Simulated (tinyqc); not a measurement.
Fully depleted semiconductor-on-insulator film with two gates, non-linear Poisson equation by Newton steps: charge against front-gate voltage.

One dimension across the film, front interface at x = 0, back interface at x = ts. psi is counted from the intrinsic level, n = ni exp(psi/Vt) (source grounded), holes neglected, acceptors ionised. Gates act through Cox = eps0 eox/tox and Cbox = 3.9 eps0/tb with potentials G1 = Vg - (phiM - chi - Vt ln(Nc/ni)) and G2 = Vb - (phiB - chi - Vt ln(Nc/ni)). Classical Boltzmann densities, no interface charge, no depletion in the back plane.

ni = sqrt(Nc Nv) exp(-Eg/(2 Vt)), Eg in volts. The Poisson equation eps0 eps_r d2psi/dx2 = q (n + Na), with -eps0 eps_r dpsi/dx = Cox (G1 - psi) at x = 0 and eps0 eps_r dpsi/dx = Cbox (G2 - psi) at x = ts, is solved on 300 equal intervals with half boxes at both ends; N_inv is the trapezoid sum of n. Swing = ln 10/(d ln N_inv/dVg); the last column is (dN_inv/dVb)/(dN_inv/dVg).

Values chosen for this exercise; band and dielectric values close to those of silicon:
- T = 300 K (temperature)
- Eg = 1.12 eV (band gap)
- eps_r = 11.6 (relative permittivity)
- Nc = 2.85e19 cm^-3 (conduction-band density of states at T)
- Nv = 2.69e19 cm^-3 (valence-band density of states at T)
- chi = 3.99 eV (electron affinity)
- eox = 3.9 (relative permittivity of the gate insulator (close to silicon dioxide))
- tox = 1.5 nm (insulator thickness)
- ts = 15 nm (film thickness)
- tb = 130 nm (buried-oxide thickness (eps_r 3.9))
- Na = 5.6e16 cm^-3 (acceptor density of the film)
- phiM = 4.21 eV (work function of the front gate)
- phiB = 5.04 eV (work function of the back plane)
- Vb = 0 V (back-gate voltage)

Constants: q = 1.602176634e-19 C, kB = 1.380649e-23 J/K, Vt = kB T/q, eps0 = 8.8541878128e-14 F/cm where lengths are in cm. Results are converted to the units shown.

Charge against front-gate voltage:
```
Vg (V)	psi front (V)	psi back (V)	N_inv (cm^-2)	centroid/ts	swing (mV/decade)	q dN_inv/dVg over Cox	back/front leverage
-0.29	0.0391	0.00995	4.16e4	0.406	61.1	1.09e-7	0.0267
-0.14	0.187	0.153	1.19e7	0.389	61.1	3.11e-5	0.0260
0.01	0.336	0.295	3.35e9	0.371	61.9	0.00866	0.0253
0.16	0.464	0.399	2.94e11	0.299	129	0.364	0.0208
0.31	0.530	0.420	1.49e12	0.187	344	0.695	0.0154
0.46	0.565	0.425	3.15e12	0.130	615	0.819	0.0136
0.61	0.588	0.426	4.98e12	0.0999	911	0.875	0.0128
0.76	0.604	0.427	6.90e12	0.0816	1.22e3	0.906	0.0124
0.91	0.617	0.428	8.87e12	0.0692	1.54e3	0.925	0.0122
```

What does the comparison show?

N_inv passes 1e11 cm^-2 at Vg = 0.111 V. The swing starts at 61.1 mV a decade, against (1 + k) Vt ln 10 = 60.2 for a front channel with k = Cs Cbox/(Cox (Cs + Cbox)) = 0.0111, Cs = eps0 eps_r/ts; above threshold this column is no longer a subthreshold swing. The centroid falls from 0.406 to 0.0692 of ts and the leverage of the back gate falls from 0.0267 to 0.0122. For Vg = 0.31, 0.46, 0.61, 0.76, 0.91 the density at an interface exceeds 0.3 Nc, where Boltzmann statistics fail. For Vg = 0.31, 0.46, 0.61, 0.76, 0.91 the classical centroid lies within 3 nm of an interface, where confinement, left out, would push it away.

Numbers from tinyqc (`OMP_NUM_THREADS=1 python tinyqc.py 2190051 2190052 out.jsonl`; about 0.4 s on one thread of a shared Intel Xeon 2.30GHz).
